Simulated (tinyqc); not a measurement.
Worked calculation: Hueckel theory of the pi electrons, for the molecule C=CC=CC=CC=C (SMILES; centres numbered as the heavy atoms are written). One step of it, computed by the program tinyqc.

Task: Orbitals. Diagonalise; E = alpha + x beta with beta < 0, so the largest x are filled first; degenerate levels share their electrons. P = sum n_i c_ri c_si; each orbital has its largest coefficient positive (the first on a tie).

Hueckel matrix in units of beta (H = alpha + beta A), order 1C, 2C, 3C, 4C, 5C, 6C, 7C, 8C:
```
[[0.000000, 1.000000, 0.000000, 0.000000, 0.000000, 0.000000, 0.000000, 0.000000],
 [1.000000, 0.000000, 1.000000, 0.000000, 0.000000, 0.000000, 0.000000, 0.000000],
 [0.000000, 1.000000, 0.000000, 1.000000, 0.000000, 0.000000, 0.000000, 0.000000],
 [0.000000, 0.000000, 1.000000, 0.000000, 1.000000, 0.000000, 0.000000, 0.000000],
 [0.000000, 0.000000, 0.000000, 1.000000, 0.000000, 1.000000, 0.000000, 0.000000],
 [0.000000, 0.000000, 0.000000, 0.000000, 1.000000, 0.000000, 1.000000, 0.000000],
 [0.000000, 0.000000, 0.000000, 0.000000, 0.000000, 1.000000, 0.000000, 1.000000],
 [0.000000, 0.000000, 0.000000, 0.000000, 0.000000, 0.000000, 1.000000, 0.000000]]
```

pi electrons, sum of z_r less the charge = 8

Give: x values; occupations; coefficients; charge and bond-order matrix P.

Result:

x values: [1.8794, 1.5321, 1.0000, 0.3473, -0.3473, -1.0000, -1.5321, -1.8794]

occupations: [2.0000, 2.0000, 2.0000, 2.0000, 0.0000, 0.0000, 0.0000, 0.0000]

coefficients, order 1C, 2C, 3C, 4C, 5C, 6C, 7C, 8C:
```
[[0.1612, 0.3030, 0.4082, 0.4642, 0.4642, 0.4082, -0.3030, -0.1612],
 [0.3030, 0.4642, 0.4082, 0.1612, -0.1612, -0.4082, 0.4642, 0.3030],
 [0.4082, 0.4082, 0.0000, -0.4082, -0.4082, 0.0000, -0.4082, -0.4082],
 [0.4642, 0.1612, -0.4082, -0.3030, 0.3030, 0.4082, 0.1612, 0.4642],
 [0.4642, -0.1612, -0.4082, 0.3030, 0.3030, -0.4082, 0.1612, -0.4642],
 [0.4082, -0.4082, 0.0000, 0.4082, -0.4082, 0.0000, -0.4082, 0.4082],
 [0.3030, -0.4642, 0.4082, -0.1612, -0.1612, 0.4082, 0.4642, -0.3030],
 [0.1612, -0.3030, 0.4082, -0.4642, 0.4642, -0.4082, -0.3030, 0.1612]]
```

charge and bond-order matrix P, order 1C, 2C, 3C, 4C, 5C, 6C, 7C, 8C:
```
[[1.0000, 0.8621, 0.0000, -0.3673, 0.0000, 0.2633, 0.0000, -0.2294],
 [0.8621, 1.0000, 0.4948, 0.0000, -0.1040, 0.0000, 0.0339, 0.0000],
 [0.0000, 0.4948, 1.0000, 0.7581, 0.0000, -0.3333, 0.0000, 0.2633],
 [-0.3673, 0.0000, 0.7581, 1.0000, 0.5288, 0.0000, -0.1040, 0.0000],
 [0.0000, -0.1040, 0.0000, 0.5288, 1.0000, 0.7581, 0.0000, -0.3673],
 [0.2633, 0.0000, -0.3333, 0.0000, 0.7581, 1.0000, 0.4948, 0.0000],
 [0.0000, 0.0339, 0.0000, -0.1040, 0.0000, 0.4948, 1.0000, 0.8621],
 [-0.2294, 0.0000, 0.2633, 0.0000, -0.3673, 0.0000, 0.8621, 1.0000]]
```
